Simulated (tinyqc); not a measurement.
One-electron ion in a basis of Gaussians, step by step. One step of it, computed by the program tinyqc.

Question. Generalised eigenproblem. Solve H C = S C e through S^(-1/2); each column has its largest component positive (the first on a tie).

H = T + V (hartree):
```
           1          2          3          4          5
1  -0.804751  -0.660648  -0.285876  -0.087515  -0.023016
2  -0.660648  -1.165581  -0.942045  -0.439070  -0.143330
3  -0.285876  -0.942045  -1.230751  -0.938228  -0.561328
4  -0.087515  -0.439070  -0.938228   0.480537   0.668636
5  -0.023016  -0.143330  -0.561328   0.668636   9.311734
```

S:
```
          1         2         3         4         5
1  1.000000  0.576134  0.143560  0.023904  0.003424
2  0.576134  1.000000  0.575825  0.143530  0.023894
3  0.143560  0.575825  1.000000  0.576058  0.143599
4  0.023904  0.143530  0.576058  1.000000  0.576000
5  0.003424  0.023894  0.143599  0.576000  1.000000
```

Give: eigenvalues of S; eigenvalues; coefficients.

Answer.

eigenvalues of S: 0.1545  0.3699  0.8097  1.4831  2.1827

eigenvalues (hartree): -1.3853  -0.7646  -0.4185  2.1519  14.1620

coefficients:
```
         1        2        3        4        5
1  -0.0242   0.7747  -1.0042  -0.2145   0.0675
2   0.5070   0.3133   1.3793   0.6091  -0.2022
3   0.5755  -0.5356  -0.8043  -1.1801   0.4751
4   0.0991  -0.0794  -0.1146   1.2915  -0.9863
5   0.0111  -0.0098  -0.0140  -0.0248   1.2878
```

For Z = 5 and l = 2 the exact lowest level is -Z^2/(2 n^2) with n = l + 1: -1.388889 hartree.
